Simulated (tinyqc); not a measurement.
Worked calculation: strained quantum well: band edges, subbands and transparency. Values are carried at full precision from step to step, so a last printed digit may differ when a step is redone from the rounded ones.

Growth on (001), barriers unstrained: tr(e) = e (2 - nu2), Z = b e (1 + nu2); Ec = Ev + Eg + ac tr(e), E_HH = Ev + av tr(e) + Z, E_LH = Ev + av tr(e) - Z (coupling to the split-off band left out).

Constants: hbar^2/2m0 = 3.80998211 eV angstrom^2; hc = 1239.841984 eV nm; kB = 8.617333262e-05 eV/K.

Inputs chosen for the exercise (near those of a GaAsP/AlGaAs well; the results hold for these values, not for the real material):
```
symbol  value   unit           meaning
e       0.0068                 strain in the plane
nu2     0.918                  2 C12/C11
Eg      1.657   eV             unstrained gap of the well
Ev      -0.889  eV             its valence edge
ac      -7.37   eV
av      1.26    eV             Ev moves by av tr(e)
b       -1.92   eV             shear potential
Egb     1.917   eV             gap of the barrier
Evb     -1      eV             its valence edge
L       76      angstrom       well width
me      0.079   m0             electron mass
g1      6.42                   gamma1
g2      1.76                   gamma2
meb     0.1     m0
g1b     5.7
g2b     1.6
T       350     K              temperature
Br      1.1     x 1e-4 cm^2/s  two-dimensional radiative coefficient
```

## Strained band edges and offsets

Give tr(e), Z, the edges Ec, E_HH, E_LH and the well depths against the barrier.

tr(e) = 0.00736
Z = -0.0250 eV

Ec, E_HH, E_LH (eV): 0.7138  -0.9048  -0.8547

depths for e, HH, LH (eV): 0.2032  0.0952  0.1453

The well is under tension, which puts LH on top, by 50 meV; the gap becomes 1.5685 eV, -89 meV from the unstrained one.

## Subband edges

Masses along z: me, 1/(g1 - 2 g2) for HH, 1/(g1 + 2 g2) for LH, likewise in the barrier; in the plane me, 1/(g1 + g2) for HH and 1/(g1 - g2) for LH (no mixing, which understates the hole masses away from k = 0). Level n solves k L + 2 atan[(k/m)/(kappa/mb)] = n pi, k = sqrt(m E/c), kappa = sqrt(mb (V - E)/c), c = hbar^2/2m0.

Up to three electron, four HH and two LH levels, on the common energy scale, with their masses in the plane.

Subbands:
```
level   E (eV)  m in the plane
e1      0.7522          0.0790
e2      0.8588          0.0790
lh1    -0.8849          0.2146
hh1    -0.9158          0.1222
hh2    -0.9477          0.1222
lh2    -0.9656          0.2146
hh3    -0.9930          0.1222
```

lowest transition = 1.6372 eV
wavelength hc/E = 757.3 nm

The top hole level is lh1, so the edge is mainly TM polarised; hh1 lies 31 meV lower.

## Transparency density

Transparency (Bernard-Duraffourg): Fc - Fv equals the lowest transition energy with n = p, n = sum m/(2 pi c) kB T ln(1 + exp((Fc - E)/kB T)) and p likewise over the listed subbands; c = hbar^2/2m0, 1/angstrom^2 = 1e16/cm^2.

Solve for u = (Fc - e1)/kB T; give n_tr, the share of holes in the top subband and the current e Br n_tr^2 (e = 1.602177e-19 C).

u = 0.898
n_tr = 1.303 x 1e12/cm^2
share = 0.709
current density = 29.9 A/cm^2

For mirror-image bands u = 0 and n_tr = me kB T ln2/(2 pi c) = 0.690 x 1e12/cm^2; the heavier or more numerous hole states raise it by a factor 1.89.

## Checks

- Transparency for equal single subbands against m kB T ln2/(2 pi c): both 0.3743.

Run: tinyqc, `OMP_NUM_THREADS=1 python tinyqc.py 1250979 1250980 out.jsonl`; Intel(R) Xeon(R) Processor @ 2.30GHz, one thread, shared host; about 0.01 s of CPU time with all checks.
